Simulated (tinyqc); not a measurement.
Inside a calculation. Method: empirical pseudopotential in a few plane waves. One step of it, computed by the program tinyqc.

Question. Levels at G. Diagonalise the Hermitian matrix.

H(k) at G (eV):
```
           +0+0+0     -1-1-1     -1-1+1     -1+1-1     -1+1+1     +1-1-1     +1-1+1     +1+1-1
+0+0+0   0.000000   1.866411  -1.866411  -1.866411  -1.866411  -1.866411  -1.866411  -1.866411
-1-1-1   1.866411  15.417338   0.000000   0.000000  -0.312931   0.000000  -0.312931  -0.312931
-1-1+1  -1.866411   0.000000  15.417338   0.312931   0.000000   0.312931   0.000000   0.000000
-1+1-1  -1.866411   0.000000   0.312931  15.417338   0.000000   0.312931   0.000000   0.000000
-1+1+1  -1.866411  -0.312931   0.000000   0.000000  15.417338   0.000000   0.312931   0.312931
+1-1-1  -1.866411   0.000000   0.312931   0.312931   0.000000  15.417338   0.000000   0.000000
+1-1+1  -1.866411  -0.312931   0.000000   0.000000   0.312931   0.000000  15.417338   0.312931
+1+1-1  -1.866411  -0.312931   0.000000   0.000000   0.312931   0.000000   0.312931  15.417338
+1+1+1   1.866411   0.000000  -0.312931  -0.312931   0.000000  -0.312931   0.000000   0.000000
-2+0+0   0.000000  -1.866411  -1.866411  -1.866411   1.866411   0.702309  -0.702309  -0.702309
+0-2+0   0.000000  -1.866411  -1.866411   0.702309  -0.702309  -1.866411   1.866411  -0.702309
+0+0-2   0.000000  -1.866411   0.702309  -1.866411  -0.702309  -1.866411  -0.702309   1.866411
+0+0+2   0.000000  -0.702309   1.866411  -0.702309  -1.866411  -0.702309  -1.866411   0.702309
+0+2+0   0.000000  -0.702309  -0.702309   1.866411  -1.866411  -0.702309   0.702309  -1.866411
+2+0+0   0.000000  -0.702309  -0.702309  -0.702309   0.702309   1.866411  -1.866411  -1.866411

           +1+1+1     -2+0+0     +0-2+0     +0+0-2     +0+0+2     +0+2+0     +2+0+0
+0+0+0   1.866411   0.000000   0.000000   0.000000   0.000000   0.000000   0.000000
-1-1-1   0.000000  -1.866411  -1.866411  -1.866411  -0.702309  -0.702309  -0.702309
-1-1+1  -0.312931  -1.866411  -1.866411   0.702309   1.866411  -0.702309  -0.702309
-1+1-1  -0.312931  -1.866411   0.702309  -1.866411  -0.702309   1.866411  -0.702309
-1+1+1   0.000000   1.866411  -0.702309  -0.702309  -1.866411  -1.866411   0.702309
+1-1-1  -0.312931   0.702309  -1.866411  -1.866411  -0.702309  -0.702309   1.866411
+1-1+1   0.000000  -0.702309   1.866411  -0.702309  -1.866411   0.702309  -1.866411
+1+1-1   0.000000  -0.702309  -0.702309   1.866411   0.702309  -1.866411  -1.866411
+1+1+1  15.417338  -0.702309  -0.702309  -0.702309  -1.866411  -1.866411  -1.866411
-2+0+0  -0.702309  20.556450   0.312931   0.312931  -0.312931  -0.312931   0.000000
+0-2+0  -0.702309   0.312931  20.556450   0.312931  -0.312931   0.000000  -0.312931
+0+0-2  -0.702309   0.312931   0.312931  20.556450   0.000000  -0.312931  -0.312931
+0+0+2  -1.866411  -0.312931  -0.312931   0.000000  20.556450   0.312931   0.312931
+0+2+0  -1.866411  -0.312931   0.000000  -0.312931   0.312931  20.556450   0.312931
+2+0+0  -1.866411   0.000000  -0.312931  -0.312931   0.312931   0.312931  20.556450
```

Give: eigenvalues.

Answer.

eigenvalues (eV): [-1.5558, 12.0145, 12.0145, 12.0145, 14.2146, 15.1044, 15.1044, 15.1044, 17.9120, 19.9306, 19.9306, 23.6463, 23.6463, 23.6463, 23.9497]
